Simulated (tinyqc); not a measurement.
## Floating body of a partially depleted SOI transistor: body voltage and kink: output curve and kink

Source at 0 V. Channel current Ic = 2 nf K Vt^2 [F(0) - F(Vd)](1 + la Vd), F(V) = ln^2(1 + exp((Vg - VT - nf V)/(2 nf Vt))), VT = VT0 - gb Vb. Saturation voltage Vs = 2 Vt sqrt(F(0)) + 3 Vt, excess Ve = (Vd - Vs + sqrt((Vd - Vs)^2 + 0.0004 V^2))/2, multiplication M1 = Ai Ve exp(-Bl/Ve). Each junction passes D(v) = J1 (exp(v/Vt) - 1) + J2 (exp(v/(2 Vt)) - 1). Bipolar current Ib = bb J1 (exp(Vb/Vt) - 1). The body settles where M1 (Ic + Ib) = D(Vb) + D(Vb - Vd) + Vb/Rb; drain current Id = (1 + M1)(Ic + Ib) - D(Vb - Vd).

Rows with more than one solution for Vb (latch) are left out; dId/dVd by a forward difference over 1e-4 V, swing = 1e-4 V over the change of log10 Id; M1 under 1e-12 is printed as 0.

Inputs (values chosen for the exercise); values of the order met in partially depleted silicon-on-insulator transistors:

| symbol | value | unit | meaning |
|---|---|---|---|
| T | 300 | K | temperature |
| VT0 | 0.43 | V | threshold at zero body voltage |
| gb | 0.22 |  | fall of the threshold per volt of body voltage |
| nf | 1.42 |  | slope factor |
| K | 150 | uA/(V^2 um) | gain factor per width |
| la | 0.07 | 1/V | channel-length modulation factor |
| Ai | 2.66 | 1/V | impact-ionisation prefactor |
| Bl | 7.5 | V | impact-ionisation voltage |
| J1 | 7.1e-12 | uA/um | diffusion saturation current of each junction |
| J2 | 1.3e-8 | uA/um | recombination saturation current of each junction |
| bb | 0.5 |  | gain of the lateral bipolar transistor on the diffusion current |
| Rb | 1e9 | kohm um | resistance of a weak body tie to the source (1e9 stands for no tie, and the term is then dropped) |
| Vg | 0.64 | V | gate voltage |

Constants: q = 1.602176634e-19 C, kB = 1.380649e-23 J/K, Vt = kB T/q. Results are converted to the units shown.

Result of one run:
```
Vd (V)	Vb (V)	M1	Id, floating (uA/um)	Id, grounded (uA/um)	ratio	dId/dVd, floating (uS/um)	dId/dVd, grounded (uS/um)
1	0.4405	4.546e-5	5.363	2.591	2.070	3.960	0.1739
```

What becomes of these results when the drain voltage Vd is changed from 1 to 2.2 V, all else the same?

Result of the changed run:
```
Vd (V)	Vb (V)	M1	Id, floating (uA/um)	Id, grounded (uA/um)	ratio	dId/dVd, floating (uS/um)	dId/dVd, grounded (uS/um)
2.2	0.6553	0.09078	8.763	3.120	2.809	4.372	0.9849
```

The whole series:
```
Vd (V)	Vb (V)	M1	Id, floating (uA/um)	Id, grounded (uA/um)	ratio	dId/dVd, floating (uS/um)	dId/dVd, grounded (uS/um)
0.8	0.2905	9.660e-7	4.238	2.556	1.658	7.952	0.1696
1	0.4405	4.546e-5	5.363	2.591	2.070	3.960	0.1739
1.2	0.5134	5.433e-4	6.010	2.627	2.287	2.715	0.1967
1.4	0.5602	0.002921	6.498	2.672	2.432	2.257	0.2572
1.6	0.5935	0.009828	6.941	2.733	2.539	2.238	0.3676
1.8	0.6188	0.02462	7.418	2.822	2.629	2.593	0.5298
2	0.6388	0.05065	8.002	2.948	2.714	3.301	0.7384
2.2	0.6553	0.09078	8.763	3.120	2.809	4.372	0.9849
```

Vb rises from 0.290 to 0.655 V and the ratio of the currents rises from 1.66 to 2.81. The output conductance with a floating body exceeds the grounded value by the largest factor among the rows, 46.9, at Vd = 0.8 V, where Vb = 0.290 V and M1 = 9.66e-7.

Range of the model: The multiplication law is an empirical form chosen for the exercise; self-heating and capacitive coupling to the body are left out, and the linear laws are rough once Vb passes about 0.7 V or M1 about 0.1.

tinyqc, about 0.2 s, one thread, Intel Xeon 2.30GHz (shared host): `OMP_NUM_THREADS=1 python tinyqc.py 2182063 2182064 out.jsonl`
